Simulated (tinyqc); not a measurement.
Gate length: charge control and current of a heterostructure field-effect transistor. Computed by tinyqc, a small Python program. Command: `OMP_NUM_THREADS=1 python tinyqc.py 3018005 3018006 out.jsonl hemt walk`. One thread of a shared host (Intel(R) Xeon(R) Processor @ 2.30GHz), about 0.01 s of CPU time with the checks.

Two subbands in a triangular well; E_F is counted from the conduction band edge of the channel at the interface.

Inputs (values chosen for the exercise, modelled on AlGaN/GaN):
```
quantity                                  value        unit
channel mass m                             0.21         m_0
permittivity eps (barrier and channel)     9.57           -
barrier thickness d                          14          nm
Schottky barrier phi_B                      1.2          eV
conduction band offset dE_c                0.35          eV
polarisation charge sigma/e             1.2e+13      1/cm^2
gate voltage V_G                           0.17           V
mobility mu                                1400  cm^2/(V s)
saturation velocity v_s                     1.1    1e7 cm/s
gate length L                               970          nm
source resistance R_S                      0.49      ohm mm
temperature T                               400           K
mixing                                      0.3           -
iteration cap                               200           -
```

Charge source: polarisation. Velocity law: smooth.

Constants: e = 1.602176634e-19 C; eps_0 = 8.8541878128e-12 F/m; k_B = 8.617333262e-05 eV/K; hbar = 1.054571817e-34 J s; m_0 = 9.1093837015e-31 kg; k_B = 1.380649e-23 J/K.

Method:
- Threshold V_T = phi_B - dE_c - sigma d/(eps eps_0) (in volts); C_b = eps eps_0/d.
- Charge control: n_s = C_b (V_G - V_T - E_F/e)/e. Well: mean field F = e n_s/(2 eps eps_0), E_i = (hbar^2/2m)^(1/3) [(3 pi e F/2)(i + 3/4)]^(2/3), i = 0, 1; n_s = D k_B T sum_i ln(1 + exp((E_F - E_i)/k_B T)), D = m/(pi hbar^2), which is solved in closed form for E_F.
- Iteration from n_s = C_b (V_G - V_T)/(2e): E_F from n_s, n_out from the charge control, n_new = n_s + mixing (n_out - n_s), kept above n_s/10; stop when |n_out/n_s - 1| < 1e-9.
- C_g = e dn_s/dV_G = 1/(1/C_b + 1/C_q), 1/C_q = d(E_F/e)/d(e n_s) by a central difference of +/- 0.1 % in n_s; added distance dd = eps eps_0/C_q.
- With V = e n_s/C_g and V_c = v_s L/mu: for v = mu F/(1 + mu F/v_s), V_Dsat = V_c (sqrt(1 + 2V/V_c) - 1) and I/W = C_g v_s (V - V_Dsat); g_m = dI/dV; extrinsic g_m/(1 + g_m R_S); f_T = g_m/(2 pi C_g L).

sheet density n_s = 8.19471e+12 1/cm^2

gate capacitance C_g = 0.540245 microfarad/cm^2

V = 2.43026 V

Scaling; the last columns are v_s/(2 pi L) and mu V/(2 pi L^2):
```
L (nm)  I/W (mA/mm)  g_m (mS/mm)  extrinsic g_m (mS/mm)   f_T (GHz)  velocity limit (GHz)  mobility limit (GHz)
30           1256.6       552.99                 435.09  5.4303e+02                583.57            6.0167e+04
60           1186.4       536.03                 424.52  2.6319e+02                291.78            1.5042e+04
120          1094.1       512.29                 409.50  1.2577e+02                145.89            3.7604e+03
250           968.7       477.15                 386.73  5.6227e+01                 70.03            8.6641e+02
500           824.0       431.76                 356.37  2.5439e+01                 35.01            2.1660e+02
1000          659.5       372.58                 315.06  1.0976e+01                 17.51            5.4150e+01
2000          488.8       300.53                 261.96  4.4268e+00                  8.75            1.3538e+01
5000          286.9       196.96                 179.62  1.1605e+00                  3.50            2.1660e+00
```

f_T scales as L^-1.04 at the short end and L^-1.46 at the long end; the two limits cross at L = mu V/v_s = 3090 nm. g_m tends to C_g v_s = 594 mS/mm, and R_S cuts it by 21 % at the shortest gate. Fringe capacitances and short-channel effects, left out, lower f_T once L is below about ten barrier thicknesses.

Extremes, crossings and ranges named in words are read from the listed rows.
